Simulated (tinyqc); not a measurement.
# Minority carriers and saturation current of a heavily doped emitter, step by step

Program tinyqc, `OMP_NUM_THREADS=1 python tinyqc.py 2330026 2330027 out.jsonl`; Intel Xeon 2.30GHz, shared host, one thread, about 0.01 s. Printed values are rounded.

n-type, parabolic bands, full ionisation. eta = (EF - Ec)/kB T solves N = Nc F12(eta), F12(x) = (2/sqrt(pi)) int_0^infinity sqrt(u)/(1 + exp(u - x)) du. The gap shrinks rigidly by dEg = E1 [ln(N/N0) + sqrt(ln^2(N/N0) + 0.5)], an empirical law that is here taken as the true narrowing.

Values chosen for this exercise; band and dielectric values close to those of silicon:
```
symbol,value,unit,meaning
T,300,K,temperature
Eg,1.14,eV,band gap
Nc,2.77e19,cm^-3,conduction-band density of states at 300 K
Nv,2.66e19,cm^-3,valence-band density of states at 300 K
N,6.4e18,cm^-3,ionised donor density
E1,7.6,meV,energy of the narrowing law
N0,1.3e17,cm^-3,density of the narrowing law
mup,180,cm^2/(V s),minority-hole mobility
Cn,3.5e-31,cm^6/s,Auger coefficient
ts,1.7,us,defect lifetime
W,250,nm,emitter width
S,9300,cm/s,recombination velocity at the contact
```

Constants: q = 1.602176634e-19 C, kB = 1.380649e-23 J/K, Vt = kB T/q. Results are converted to the units shown.

Range of the model: Band tails, non-parabolic bands and incomplete ionisation are left out.

## Iteration 1: Fermi level

eta at the start (Boltzmann value) = -1.4651

Newton step on ln F12(eta) = ln(N/Nc): eta(new) = eta - ln(Nc F12/N) F12/Fm, Fm(x) = dF12/dx = (1/sqrt(pi)) int_0^infinity u^(-1/2)/(1 + exp(u - x)) du.

F12 = 0.2142477
Fm = 0.1992450
eta after iteration 1 = -1.383928

## Course of the iteration

Stop when eta changes by less than 1e-9.

Course of the iteration:

| iteration | eta | change |
|---|---|---|
| 1 | -1.383928 | 0.0812 |
| 2 | -1.383709 | 2.19e-4 |
| 3 | -1.383709 | 1.65e-9 |
| 4 | -1.383709 | 0 |

Converged in 4 iterations.

## Effective intrinsic density

converged eta = -1.383709

ni = sqrt(Nc Nv) exp(-Eg/(2 Vt)), Eg in volts; degeneracy factor g = F12(eta) exp(-eta); nie^2 = ni^2 exp(dEg/kB T) g, p0 = nie^2/N; apparent narrowing dEg + kB T ln g.

ni = 7.212771e9 cm^-3
dEg = 59.71075 meV
g = 0.9218018
apparent narrowing = 57.60575 meV
nie = 2.197704e10 cm^-3
p0 = 75.46722 cm^-3

Narrowing multiplies p0 by 10.1 and degeneracy by 0.922.

## Saturation current

1/tau = Cn N^2 + 1/ts, D = mup Vt, L = sqrt(D tau); J0 = (q p0 D/L)(s + tanh(W/L))/(1 + s tanh(W/L)), s = S L/D; the share recombining inside is 1 - 1/[cosh(W/L)(1 + tanh(W/L)/s)].

tau = 67.00511 ns
L = 5583.895 nm
s = 1.115973
J0 = 111.3943 fA/cm^2
share recombining inside = 3.950952 %

The emitter is transparent: most holes reach the contact.
